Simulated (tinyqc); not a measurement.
Nanosheet or nanowire with hard walls, valleys of the Ge type: one step. One-dimensional subbands. Two cases, with inputs chosen for the exercise.

Problem. The ten lowest levels of all groups together, numbered within each group.

Hard walls around a W x H rectangle. The block w_c of w in (y, z) confines; the transport mass follows from 1/m_x = w_xx - w_xc w_c^-1 w_cx. The cross-section problem c (w_yy ky^2 + 2 w_yz ky kz + w_zz kz^2), c = hbar^2/2m0, is solved in products sin(n pi y/W) sin(l pi z/H), n, l = 1 to 12; if w_yz = 0 the levels are c pi^2 (w_yy n^2/W^2 + w_zz l^2/H^2). The w_yz term couples (n, l) to (n', l') by -2 c w_yz D_nn'(W) D_ll'(H) with D_nm(L) = 4 n m/(L (n^2 - m^2)) for n + m odd and 0 otherwise.

Constants: hbar^2/2m0 = 3.80998211 eV angstrom^2.

Give: Subbands.

Case 1.

Values chosen (out of a larger set: near those of Ge; not measured data): W = 75 angstrom (width, along y); H = 56 angstrom (height, along z = [001]).

Valleys:
```
group  valleys g       w_yy      w_zz    |w_yz|  m_x (m0)
A              2   4.435088  8.241640  5.383278  0.083000
B              2  12.048193  8.241640  0.000000  1.088333
```

Solution.

Subbands:
```
label  valleys g  m_x (m0)  E (eV)
A1             2    0.0830  0.1092
A2             2    0.0830  0.1389
B1             2    1.0883  0.1794
A3             2    0.0830  0.1837
A4             2    0.0830  0.2369
A5             2    0.0830  0.2937
A6             2    0.0830  0.3551
A7             2    0.0830  0.4092
B2             2    1.0883  0.4210
A8             2    0.0830  0.4246
```

Case 2.

Values chosen (out of a larger set: near those of Ge; not measured data): W = 100 angstrom (width, along y); H = 70 angstrom (height, along z = [001]).

Valleys:
```
group  valleys g      w_yy      w_zz    |w_yz|  m_x (m0)
A              4  8.339989  8.339989  3.855133  0.584000
```

Solution.

Subbands:
```
label  valleys g  m_x (m0)  E (eV)
A1             4    0.5840  0.0915
A2             4    0.5840  0.1706
A3             4    0.5840  0.2849
A4             4    0.5840  0.2862
A5             4    0.5840  0.3880
A6             4    0.5840  0.4196
A7             4    0.5840  0.5614
A8             4    0.5840  0.5705
A9             4    0.5840  0.6119
A10            4    0.5840  0.6948
```

The lowest subband is A1; the number of further ones in the list within kB T = 25.9 meV of it at 300 K is 0.

Computed by tinyqc, one run a case: `OMP_NUM_THREADS=1 python tinyqc.py N N+1 out.jsonl` with N = 1250424, 1251106; one thread of a shared Intel(R) Xeon(R) Processor @ 2.30GHz, about 2 s a run at most.
